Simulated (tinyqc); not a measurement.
# Threshold-voltage variability of a planar MOSFET, analytic estimates: what changes with what

Three independent sources add in quadrature: random dopants in the depleted layer, metal-gate grains of two orientations, and roughness of the two gate edges acting through the roll-off VT = VT(long) - Vr exp(-L/l). These are first-order estimates: no three-dimensional electrostatics, no percolation.

Parameters, values chosen for the exercise; material values close to those of silicon: temperature T = 300 K; band gap Eg = 1.11 eV; relative permittivity of the semiconductor eps_r = 11.8; conduction-band density of states at T Nc = 2.8e19 cm^-3; valence-band density of states at T Nv = 2.67e19 cm^-3; channel doping Na = 3.9e17 cm^-3; oxide-equivalent thickness in inversion ti = 1.4 nm; gate length L = 90 nm; gate width W = 280 nm; metal grain size G = 4 nm; work-function difference of the two grain orientations dW = 0.2 eV; share of the orientation of higher work function p = 0.6; rms roughness of one gate edge De = 0.8 nm; correlation length of the roughness La = 10 nm; decay length of the threshold roll-off l = 17 nm; prefactor of the roll-off Vr = 2.2 V.

Constants: q = 1.602176634e-19 C, kB = 1.380649e-23 J/K, Vt = kB T/q, eps0 = 8.8541878128e-14 F/cm where lengths are in cm. Results are converted to the units shown.

Each table varies one quantity; the others keep the values above.

## Effect of the gate length

ni = sqrt(Nc Nv) exp(-Eg/(2 Vt)), Eg in volts; Cox = 3.9 eps0/ti; Wd = sqrt(4 eps0 eps_r Vt ln(Na/ni)/(q Na)); dopants: s1 = (q/Cox) sqrt(Na Wd/(3 L W)). Grains: Ng = L W/G^2 (at least 1), s2 = dW sqrt(p (1 - p)/Ng). Edges, with exponential correlation and u = W/La: the mean gate length has sL^2 = 2 De^2 (2/u)[1 - (1 - exp(-u))/u]; s3 = sL (Vr/l) exp(-L/l). s = sqrt(s1^2 + s2^2 + s3^2). l and Vr are held fixed.

Effect of the gate length:
```
L (nm)  s1 (mV)  s2 (mV)   s3 (mV)  s (mV)  s sqrt(L W) (mV um)
54        4.449    3.187     1.604   5.703               0.7013
65        4.055    2.905    0.8396   5.059               0.6824
78        3.702    2.652    0.3908   4.571               0.6754
94        3.372    2.416    0.1525   4.151               0.6734
110       3.117    2.233   0.05949   3.835               0.6731
140       2.763    1.979   0.01019   3.399               0.6730
160       2.585    1.852  0.003142   3.179               0.6730
200       2.312    1.656  2.987e-4   2.844               0.6730
```

As L goes from 54 to 200 nm, s falls from 5.70 to 2.84 mV. The dopants are the largest source in the first and the last row. The product s sqrt(L W) falls from 0.701 to 0.673 mV um: s1 and s2 go as 1/sqrt(L W), so the change comes from s3 alone. At L = 54 nm the depletion depth exceeds L, so source and drain share much of the charge and s1 is rough.

## Effect of the oxide-equivalent thickness in inversion

Same model as above.

l and Vr are held fixed.

The same in every row: s2 (mV) = 2.469; s3 (mV) = 0.1929.

Effect of the oxide-equivalent thickness in inversion:
```
ti (nm)  s1 (mV)  s (mV)  s sqrt(L W) (mV um)
0.8        1.969   3.164               0.5023
1.2        2.954   3.855               0.6119
1.6        3.939   4.652               0.7385
2          4.923   5.511               0.8748
2.4        5.908   6.406                1.017
2.8        6.892   7.324                1.163
3.2        7.877   8.257                1.311
```

Read the table: what changes, and by how much?

As ti goes from 0.8 to 3.2 nm, s rises from 3.16 to 8.26 mV. The largest source is the grains in the first row and the dopants in the last. s1 goes on average as ti^(1.00).

Computed by the program tinyqc: `OMP_NUM_THREADS=1 python tinyqc.py 2090020 2090021 out.jsonl`, one thread of a shared Intel Xeon 2.30GHz, about 0.01 s for the whole run.
